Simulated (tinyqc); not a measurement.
Inside a calculation. Model: three-phonon processes in a diatomic chain: dispersion, energy and momentum conservation, and decay channels of optical phonons. Computed by tinyqc, a small Python program that keeps every step. Command: `OMP_NUM_THREADS=1 python tinyqc.py 3120070 3120071 out.jsonl threeph walk`. One thread of a shared host (Intel(R) Xeon(R) Processor @ 2.30GHz), about 0.05 s of CPU time with the checks. Intermediate numbers are printed to about 6 digits and carried at full precision; extremes and crossings named in words are read from the listed rows.

Cell length a, two atoms, one spring constant. x = q a/pi runs from -1 to 1; A and O are the acoustic and optical branches. Matrix elements are not computed: only conservation laws and occupation factors are followed.

Inputs (values chosen for the exercise, for a model chain):
```
quantity                                   value           unit
light mass m                                  31              u
heavy mass M                                52.1              u
spring constant k                            4.9  eV/angstrom^2
temperature T                                300              K
wave number of the decaying phonon q a/pi   0.89              -
zero-temperature width Gamma_0               1.5           1/cm
```

Constants: nu for 1 eV/(angstrom^2 u) = 15.6333042 THz; h x 1 THz = 4.135667696 meV; k_B = 8.617333262e-05 eV/K; c = 299792458 m/s.

## Band edges

omega^2 = k (1/m + 1/M) -/+ k sqrt((1/m + 1/M)^2 - 4 sin^2(pi x/2)/(m M)); nu = 15.6333042 THz x sqrt(omega^2) for eV/(angstrom^2 u). Acoustic top sqrt(2 k/M), optical bottom sqrt(2 k/m), optical top sqrt(2 k (1/m + 1/M)).

acoustic top = 6.78024 THz

optical bottom = 8.78988 THz

optical top = 11.1011 THz

optical top over twice the acoustic top = 0.818634

optical bottom over twice the acoustic top = 0.648198

optical width over acoustic top = 0.340871

The zone-centre optical phonon can decay into two acoustic ones: this needs M/m <= 3.

## Dispersion

The formulas are those given above.

Branches:
```
x     nu_A (THz)  nu_O (THz)
0.10     0.84227     11.0691
0.20     1.67829     10.9735
0.35     2.90649     10.7138
0.50     4.08223     10.3232
0.65     5.17377      9.8217
0.80     6.11979      9.2618
0.90     6.58820      8.9347
1.00     6.78024      8.7899
```

## Decay of the zone-centre phonon

O(0) -> A(x) + A(-x) needs nu_A(x) = nu_O(0)/2, which gives sin^2(pi x/2) = (3/16)(m + M)^2/(m M). Full width at half maximum Gamma = Gamma_0 (1 + 2 n), n = 1/(exp(h nu_A/(k_B T)) - 1); lifetime = 1/(2 pi c Gamma).

x of the products = 0.706176

their frequency = 5.55053 THz

occupation n = 0.699237

width Gamma = 3.59771 1/cm

lifetime = 1.47562 ps

## All channels at the given wave number

Processes for O(x): decay O -> A + A and O -> O + A with x = x' + x'' (mod 2), and absorption O + A -> O with x + x' = x'' (mod 2). Roots of the energy mismatch in x' are bracketed on 4001 points from -1 to 1 and refined. A process is umklapp (U) if the sum of wave numbers leaves (-1, 1]. Weight = occupation factor/|d mismatch/dx'|, the factor being 1 + n' + n'' for decay and n' - n'' for absorption. Pairs that differ only by exchanging two acoustic products count once, and the trivial root x' = 0 is left out.

nu_O(x) = 8.96207 THz

Channels:
```
process            x'        x''  nu' (THz)  nu'' (THz)  type  weight (1/THz)
O -> A + A  -0.633169  -0.476831    5.05691     3.90516     U         4.27990
```

1 channel(s) are open, 1 of them umklapp.

## Phase space against the mass ratio

Total weight summed over channels and averaged over x = 0.05, 0.15, ..., 0.95, with m and k fixed; share of those x with an open channel.

Optical phonons:
```
M/m  weight, A + A (1/THz)  weight, with O (1/THz)  share open
1.1               0.351463                       0         1.0
1.5               0.768744                       0         1.0
2.0               0.447669                       0         0.8
2.5               0.254891                       0         0.5
2.9               0.196951                       0         0.2
3.3               0.000000                       0         0.0
3.7               0.000000                       0         0.0
4.2               0.000000                       0         0.0
6.0               0.000000                       0         0.0
```

The A + A channel closes between M/m = 2.9 and 3.3 on this grid: energy conservation alone would allow it up to M/m = 4, where the optical bottom passes twice the acoustic top, but momentum must be conserved too. No channel with a second optical phonon opens at any ratio. A large gap that shuts such channels is one reason why crystals with very unequal masses can conduct heat well.

Checks made by the program: band edges against the dispersion (relative difference below 1e-10); frequency of the products (relative difference below 1e-10).
